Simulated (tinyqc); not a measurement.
# Double-gate transistor below threshold, two-dimensional Poisson equation on a small mesh: several studies

Half of a symmetric double-gate structure: row 0 is the mid-plane of the body, where the normal field vanishes. Mobile charge is neglected (subthreshold), the body is fully depleted, and potentials are counted from the intrinsic level; rows run upward to the gate, columns from source to drain.

Values chosen for this exercise; semiconductor permittivity close to that of In0.53Ga0.47As:
```
symbol,value,unit,meaning
T,300,K,temperature
eps_r,13.6,,relative permittivity of the semiconductor
eox,3.9,,relative permittivity of the insulator
tb,3,nm,half the body thickness
tox,2,nm,insulator thickness
L,30,nm,channel length
Na,1.8e18,cm^-3,acceptor density of the depleted body
Vbi,0.57,V,potential of the source
Vfb,-0.08,V,gate offset
Vg,0,V,gate voltage
Vd,0.7,V,drain voltage
```

Constants: q = 1.602176634e-19 C, kB = 1.380649e-23 J/K, Vt = kB T/q, eps0 = 8.8541878128e-14 F/cm where lengths are in cm. Results are converted to the units shown.

Each table varies one quantity; the others keep the values above.

## Choice of the relaxation factor

Mesh: rows i = 0..2 in the semiconductor (step hs = tb/2, row 2 on the interface), then 1 step(s) ho = tox/1 up to the gate row 3; columns j = 0..4 (step hy = L/4). Box integration, divided by eps0: up_i = eps hy/h of the interval above row i, dn_i = that of the interval below (0 for row 0), lat_i = (sum of eps h/2 over the intervals above and below)/hy, s_i = -q Na w_i hy/eps0 with w_i the semiconductor height of the box (hs/2 for row 0 and the interface row, hs between, 0 in the insulator). Each free node obeys (up + dn + 2 lat) psi = up psi(above) + dn psi(below) + lat [psi(left) + psi(right)] + s. Fixed values: gate row Vg - Vfb; column 0 at Vbi and the last column at Vbi + Vd in the semiconductor, each running linearly to Vg - Vfb across the insulator. Sweeps go row by row from row 0, left to right, psi(new) = psi + omega (t - psi) with t the value that solves the node equation for the newest neighbours; free nodes start at zero; stop when the largest change is below 1e-7 V.

Results:

| omega | sweeps |
|---|---|
| 1 | 114 |
| 1.1 | 94 |
| 1.3 | 61 |
| 1.4 | 46 |
| 1.5 | 29 |
| 1.6 | 30 |
| 1.7 | 43 |
| 1.8 | 66 |
| 1.9 | 139 |

Estimate the missing row, omega = 1.2.

Computed row:

| omega | sweeps |
|---|---|
| 1.2 | 76 |

With this row back in the table: Gauss-Seidel (omega = 1) takes 114 sweeps; the fewest, 29, are at omega = 1.5, and omega = 1.9 takes 139. The Jacobi matrix of this mesh has spectral radius rho = 0.9449, so theory puts the best factor at 2/(1 + sqrt(1 - rho^2)) = 1.51.

## Effect of the channel length

Mesh: rows i = 0..12 in the semiconductor (step hs = tb/12, row 12 on the interface), then 8 step(s) ho = tox/8 up to the gate row 20; columns j = 0..80 (step hy = L/80). The system is solved directly. On row 0 the minimum of psi and its place come from a parabola through the three lowest nodes; barrier = Vbi - minimum, swing = Vt ln 10/(d psi/dVg), DIBL = (d psi/dVd)/(d psi/dVg) there. Lambda = pi/k with k the smallest positive root of tan(k tox) tan(k tb) = eox/eps_r.

Effect of the channel length:

| L (nm) | L/Lambda | barrier (V) | place y/L | swing (mV/decade) | DIBL (mV/V) |
|---|---|---|---|---|---|
| 14 | 0.8881 | 0.1506 | 0.3285 | 133.8 | 310.3 |
| 17 | 1.078 | 0.2420 | 0.3684 | 102.1 | 197.8 |
| 21 | 1.332 | 0.3381 | 0.3981 | 83.03 | 115.5 |
| 25 | 1.586 | 0.4063 | 0.4160 | 73.58 | 70.72 |
| 31 | 1.966 | 0.4708 | 0.4330 | 66.54 | 35.74 |
| 37 | 2.347 | 0.5067 | 0.4440 | 63.20 | 18.77 |
| 45 | 2.855 | 0.5310 | 0.4540 | 61.13 | 8.204 |
| 55 | 3.489 | 0.5435 | 0.4624 | 60.11 | 2.985 |

As L goes from 14 to 55 nm, the barrier rises from 0.151 to 0.544 V, the swing falls from 134 to 60.1 mV a decade and DIBL falls from 310 to 2.99 mV/V; the ideal swing is 59.5. L/Lambda goes from 0.89 to 3.5. Between the last two rows DIBL decays with a length of 9.89 nm; 2 Lambda/pi is 10.0 nm. At L = 14 nm the barrier is under 6 Vt, so mobile charge, neglected here, begins to count.

## Effect of half the body thickness

Same model as above.

Result of one run:

| tb (nm) | L/Lambda | barrier (V) | place y/L | swing (mV/decade) | DIBL (mV/V) |
|---|---|---|---|---|---|
| 2.8 | 1.974 | 0.4678 | 0.4329 | 66.43 | 35.05 |

What becomes of these results when the half the body thickness tb is changed from 2.8 to 4.8 nm, all else the same?

Result of the changed run:

| tb (nm) | L/Lambda | barrier (V) | place y/L | swing (mV/decade) | DIBL (mV/V) |
|---|---|---|---|---|---|
| 4.8 | 1.464 | 0.4090 | 0.4128 | 77.83 | 94.05 |

The whole series:

| tb (nm) | L/Lambda | barrier (V) | place y/L | swing (mV/decade) | DIBL (mV/V) |
|---|---|---|---|---|---|
| 1.2 | 2.996 | 0.4971 | 0.4541 | 60.77 | 6.182 |
| 1.6 | 2.619 | 0.4928 | 0.4480 | 61.82 | 11.51 |
| 2.1 | 2.291 | 0.4841 | 0.4413 | 63.51 | 20.07 |
| 2.8 | 1.974 | 0.4678 | 0.4329 | 66.43 | 35.05 |
| 3.6 | 1.723 | 0.4456 | 0.4244 | 70.47 | 55.93 |
| 4.8 | 1.464 | 0.4090 | 0.4128 | 77.83 | 94.05 |

As tb goes from 1.2 to 4.8 nm, the barrier falls from 0.497 to 0.409 V, the swing rises from 60.8 to 77.8 mV a decade and DIBL rises from 6.18 to 94.1 mV/V; the ideal swing is 59.5. L/Lambda goes from 3.0 to 1.5. For tb = 1.2 to 2.1 nm the body is under 5 nm thick, where quantum confinement matters.

tinyqc, about 0.2 s, one thread, Intel Xeon 2.30GHz (shared host): `OMP_NUM_THREADS=1 python tinyqc.py 2480153 2480154 out.jsonl`
